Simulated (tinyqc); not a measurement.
Inside a calculation: Penn model of the dielectric constant and Phillips ionicity. Values are carried at full precision from step to step, so a last printed digit may differ when a step is redone from the rounded ones.

n = 32/a^3; Ep^2 = 8 pi c e2 n with c = hbar^2/2m0, e2 = e^2/(4 pi eps0); EF = c (3 pi^2 n)^(2/3); eps = 1 + (Ep/Eg)^2 S with S = 1 - Eg/(4 EF) + (Eg/(4 EF))^2/3, Eg the Penn gap. Core d shells are left out.

Constants: hbar^2/2m0 = 3.80998211 eV angstrom^2; e^2/(4 pi eps0) = 14.39964547 eV angstrom.

Inputs chosen for the exercise (out of a larger set: near those of InAs; not measured data): a = 6.065 angstrom (cubic lattice constant, 32 valence electrons a cell); ei = 12.18 (high-frequency dielectric constant).

## Valence electron gas

Evaluate n, Ep and EF.

n = 0.14344 1/angstrom^3
Ep = 14.063 eV
EF = 9.992 eV

## Penn gap from the dielectric constant

Start with S = 1 and repeat Eg = Ep sqrt(S/(ei - 1)) until Eg changes by less than 1e-6 eV.

Iterations:

| step | Eg in (eV) | S | Eg out (eV) |
|---|---|---|---|
| 1 | 4.2060 | 0.8985 | 3.9867 |
| 2 | 3.9867 | 0.9036 | 3.9980 |
| 3 | 3.9980 | 0.9033 | 3.9974 |
| 4 | 3.9974 | 0.9033 | 3.9975 |
| 5 | 3.9975 | 0.9033 | 3.9975 |
| 6 | 3.9975 | 0.9033 | 3.9975 |

Penn gap Eg = 3.997 eV

The factor S lowers the gap by 0.208 eV from the first estimate. The Penn gap is a mean bonding-antibonding separation, near the main peak of eps2, not the smallest gap.

## Homopolar and ionic parts

Phillips: bond length d = sqrt(3) a/4; homopolar gap Eh = 39.74 d^(-2.48) eV (d in angstrom); Eg^2 = Eh^2 + C^2; ionicity fi = C^2/Eg^2.

Split the gap.

d = 2.6262 angstrom
Eh = 3.625 eV
C = 1.69 eV
fi = 0.178

fi lies below the value 0.785 that divides fourfold from sixfold coordination in this scheme. The tabulated Phillips value of C for InAs is about 2.7 eV; this model, without its d-shell factor and with shifted inputs, gives 0.62 times that.

## Checks

- Penn gap by iteration against bisection (eV): both 3.997.

(tinyqc, `OMP_NUM_THREADS=1 python tinyqc.py 1681336 1681337 out.jsonl`, Intel(R) Xeon(R) Processor @ 2.30GHz, 1 thread, shared host, about 0.01 s.)
